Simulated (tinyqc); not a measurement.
Inside a calculation: short-period [001] superlattice in sp3s* tight binding. Values are carried at full precision from step to step, so a last printed digit may differ when a step is redone from the rounded ones.

sp3s* tight binding, nearest neighbours only: anion (a) at 0, cation (c) at a/4 (1,1,1), orbitals s, px, py, pz, s* on each; k in units of 2 pi/a. With phases e_j = exp(i (pi/2) k.n_j) for n = (1,1,1), (1,-1,-1), (-1,1,-1), (-1,-1,1): g0 = (e1+e2+e3+e4)/4, g1 = (e1+e2-e3-e4)/4, g2 = (e1-e2+e3-e4)/4, g3 = (e1-e2-e3+e4)/4. The diagonal holds the levels Esa, Epa, Exa (s*) and Esc, Epc, Exc. Anion-cation block: <sa|sc> = Vss g0; <sa|xc> = Vsapc g1; <xa|sc> = -Vscpa g1; <xa|xc> = Vxx g0; <xa|yc> = <ya|xc> = Vxy g3, <xa|zc> = <za|xc> = Vxy g2, <ya|zc> = <za|yc> = Vxy g1; <s*a|xc> = Vxapc g1; <xa|s*c> = -Vpaxc g1; y and z take g2 and g3 in place of g1; s-s* and s*-s* vanish.

Inputs chosen for the exercise (A near a published set for GaAs, B for AlAs; the results hold for these values, not for the real material): pA = (-8.33, 1.04, -2.664, 3.672, 8.605, 6.748, -6.453, 1.953, 5.071, 4.484, 5.789, 4.842, 4.807) eV (order Esa, Epa, Esc, Epc, Exa, Exc, Vss, Vxx, Vxy, Vsapc, Vscpa, Vxapc, Vpaxc); pB = (-7.523, 0.982, -1.161, 3.581, 7.475, 6.709, -6.682, 1.881, 4.301, 5.122, 5.482, 4.512, 5.001) eV (the same for B); dEv = 0.51 eV (valence offset: Ev(B) lies this far below Ev(A)); n = 2 (monolayers of A); m = 1 (monolayers of B).

## Band line-up of the two bulk crystals

Edges on the common scale: Ev, the conduction level at Gamma, the minimum on (kx,0,0) for kx from 0.5 to 1, and the level at X.

Edges (eV):

| crystal | Ev | Gamma | Delta minimum | X |
|---|---|---|---|---|
| A | 0.0000 | 1.5495 | 2.0388 | 2.0388 |
| B | -0.5100 | 2.5533 | 1.7642 | 1.8035 |

For Gamma electrons A is the well, 1.004 eV deep; for X electrons B is, 0.235 eV deep; holes sit in A.

## Shifted levels

Planes alternate anion, cation along [001], a/4 apart; at zero in-plane momentum s, pz, s* form one block. All levels of A are shifted so that its Ev (lower root of [[Epa, Vxx], [Vxx, Epc]]) is 0, and those of B so that its Ev is -dEv. A monolayer is an anion plane and the cation plane above it; an anion between unlike cations takes the mean of the two anion levels; each bond takes the couplings of its cation. Block from an anion to the cation above: U with Vss/2 (s,s), Vsapc/2 (s,z), -Vscpa/2 (z,s), Vxx/2 (z,z), Vxapc/2 (s*,z), -Vpaxc/2 (z,s*); to the cation below: the same with the s-z and s*-z signs reversed. The cell of n + m monolayers is closed with the phase exp(2 pi i q). No spin-orbit coupling. In this block 2 (n + m) levels are filled.

Parameters in the order Esa, Epa, Esc, Epc, Exa, Exc, Vss, Vxx, Vxy, Vsapc, Vscpa, Vxapc, Vpaxc. Find Ev of each set and shift the levels.

Ev before the shift (eV): A 0.0010, B -0.0047

Levels (eV):

| plane | s | p | s* |
|---|---|---|---|
| anion A | -8.3310 | 1.0390 | 8.6040 |
| cation A | -2.6650 | 3.6710 | 6.7470 |
| anion B | -8.0283 | 0.4767 | 6.9697 |
| cation B | -1.6663 | 3.0757 | 6.2037 |
| interface anion | -8.1796 | 0.7579 | 7.7869 |

## The matrix for n = 2, m = 1 at q = 0

Planes in the order a1, c1, a2, c2, ...; the A cations come first.

H (eV):
```
        sa1     za1     *a1     sc1     zc1     *c1     sa2     za2     *a2     sc2     zc2     *c2
sa1  -8.180       0       0  -3.227   2.242       0       0       0       0       0       0       0
za1       0   0.758       0  -2.894   0.977  -2.404       0       0       0       0       0       0
*a1       0       0   7.787       0   2.421       0       0       0       0       0       0       0
sc1  -3.227  -2.894       0  -2.665       0       0  -3.227   2.894       0       0       0       0
zc1   2.242   0.977   2.421       0   3.671       0  -2.242   0.977  -2.421       0       0       0
*c1       0  -2.404       0       0       0   6.747       0   2.404       0       0       0       0
sa2       0       0       0  -3.227  -2.242       0  -8.331       0       0  -3.227   2.242       0
za2       0       0       0   2.894   0.977   2.404       0   1.039       0  -2.894   0.977  -2.404
*a2       0       0       0       0  -2.421       0       0       0   8.604       0   2.421       0
sc2       0       0       0       0       0       0  -3.227  -2.894       0  -2.665       0       0
zc2       0       0       0       0       0       0   2.242   0.977   2.421       0   3.671       0
*c2       0       0       0       0       0       0       0  -2.404       0       0       0   6.747
sa3       0       0       0       0       0       0       0       0       0  -3.227  -2.242       0
za3       0       0       0       0       0       0       0       0       0   2.894   0.977   2.404
*a3       0       0       0       0       0       0       0       0       0       0  -2.421       0
sc3  -3.341   2.741       0       0       0       0       0       0       0       0       0       0
zc3  -2.561   0.941  -2.256       0       0       0       0       0       0       0       0       0
*c3       0   2.501       0       0       0       0       0       0       0       0       0       0

        sa3     za3     *a3     sc3     zc3     *c3
sa1       0       0       0  -3.341  -2.561       0
za1       0       0       0   2.741   0.941   2.501
*a1       0       0       0       0  -2.256       0
sc1       0       0       0       0       0       0
zc1       0       0       0       0       0       0
*c1       0       0       0       0       0       0
sa2       0       0       0       0       0       0
za2       0       0       0       0       0       0
*a2       0       0       0       0       0       0
sc2  -3.227   2.894       0       0       0       0
zc2  -2.242   0.977  -2.421       0       0       0
*c2       0   2.404       0       0       0       0
sa3  -8.180       0       0  -3.341   2.561       0
za3       0   0.758       0  -2.741   0.941  -2.501
*a3       0       0   7.787       0   2.256       0
sc3  -3.341  -2.741       0  -1.666       0       0
zc3   2.561   0.941   2.256       0   3.076       0
*c3       0  -2.501       0       0       0   6.204
```

## Levels of the small cell

Diagonalise (s, pz, s* block of a cell with n = 2, m = 1; px and py are apart). The lowest 6 levels are filled. Give the share of the cation weight of the lowest empty level that lies on the A cations, c1 and c2.

levels (eV): -12.455  -11.089  -10.895  -5.829  -5.493  -0.167  1.809  2.194  2.215  2.714  2.784  4.497  6.565  8.032  9.278  9.452  10.461  11.089

share on A cations = 0.833

The lowest empty level is number 7, at 1.809 eV.

## Checks

- Cell of two equal monolayers against the bulk levels at Gamma and X: they agree to 1e-10 or better.

(tinyqc, `OMP_NUM_THREADS=1 python tinyqc.py 1480440 1480441 out.jsonl`, Intel(R) Xeon(R) Processor @ 2.30GHz, 1 thread, shared host, about 0.4 s.)
